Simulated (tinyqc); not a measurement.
Inside a calculation. Method: LCCD on RHF in the sto-3g basis, for H2, spin multiplicity 1. One step of it, computed by the program tinyqc.

Problem. LCCD: starting amplitudes. t_ij^ab = <ij||ab> / (e_i + e_j - e_a - e_b), whose energy is MP2.

orbital energies (hartree): MO1 -0.569149, MO2 0.647903

Two-electron integrals over orbitals (pq|rs), unique and non-zero (hartree):
```
(11|11) 0.670369   (21|21) 0.182506   (22|11) 0.659736   (22|22) 0.693444
```

Give: Starting amplitudes; correlation energy.

Solution.

Starting amplitudes (spin orbitals 1a, 1b, ...; amplitudes related by a flip of all spins are not repeated):
```
from      to        t
1a 1b  2a 2b  -0.0750
```

correlation energy = -0.013684 hartree
